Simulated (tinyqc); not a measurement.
Trading HF for NH4F at fixed fluoride: speciation in dilute and buffered hydrofluoric acid, oxide etch rate and bath loading. Computed by tinyqc, a small Python program. Command: `OMP_NUM_THREADS=1 python tinyqc.py 3120203 3120204 out.jsonl hfetch walk`. One thread of a shared host (Intel(R) Xeon(R) Processor @ 2.30GHz), about 0.01 s of CPU time with the checks.

Concentrations stand for activities, NH4+ and Cl- are spectators, and water ionisation is neglected. H, F and HF2 denote the ions H+, F- and HF2-. The base temperature is 298 K.

Inputs (values chosen for the exercise, of the order of those for thermal oxide at room temperature):

| quantity | value | unit |
|---|---|---|
| HF added | 0.52 | mol/L |
| NH4F added | 1.2 | mol/L |
| K1 = [H][F]/[HF] | 0.000745 | mol/L |
| K2 = [HF2]/([HF][F]) | 4.46 | L/mol |
| K3 = [H2F2]/[HF]^2 | 2.7 | L/mol |
| rate constant of neutral HF k_a | 16 | nm L/(min mol) |
| rate constant of HF2 k_b | 65 | nm L/(min mol) |

Method:
- Fluoride balance: [HF] + [F] + 2 [HF2] + 2 [H2F2] = HF added + NH4F added. Acid balance: [H] + [HF] + [HF2] + 2 [H2F2] = HF added + HCl added. For a trial [H], [HF] = [H][F]/K1, and the fluoride balance is a quadratic in [F].
- Rate = k_a ([HF] + 2 [H2F2]) + k_b [HF2], an empirical two-term form.
- Total fluoride is held at HF + NH4F added, without HCl; x is the share added as HF.

Against x:

| x | pH | [F] (mol/L) | [HF] (mol/L) | [HF2] (mol/L) | rate (nm/min) |
|---|---|---|---|---|---|
| 0.05 | 5.2901 | 1.5594 | 0.01073 | 0.07464 | 5.033 |
| 0.15 | 4.6444 | 1.2499 | 0.03805 | 0.21211 | 14.521 |
| 0.30 | 4.0600 | 0.8380 | 0.09796 | 0.36612 | 26.195 |
| 0.40 | 3.7406 | 0.6174 | 0.15060 | 0.41473 | 31.327 |
| 0.50 | 3.4565 | 0.4454 | 0.20893 | 0.41500 | 34.089 |
| 0.60 | 3.1959 | 0.3136 | 0.26812 | 0.37503 | 34.878 |
| 0.75 | 2.8050 | 0.1677 | 0.35273 | 0.26385 | 33.544 |
| 0.90 | 2.2786 | 0.0608 | 0.42961 | 0.11648 | 30.391 |
| 1.00 | 1.4822 | 0.0106 | 0.47031 | 0.02231 | 28.086 |

What follows from these numbers?

[HF2] is largest at x = 0.5 and the rate at x = 0.6 among these rows; HF2 needs both HF and F. At its best the mixture etches 1.24 times as fast as HF alone.

Extremes, crossings and ranges named in words are read from the listed rows.
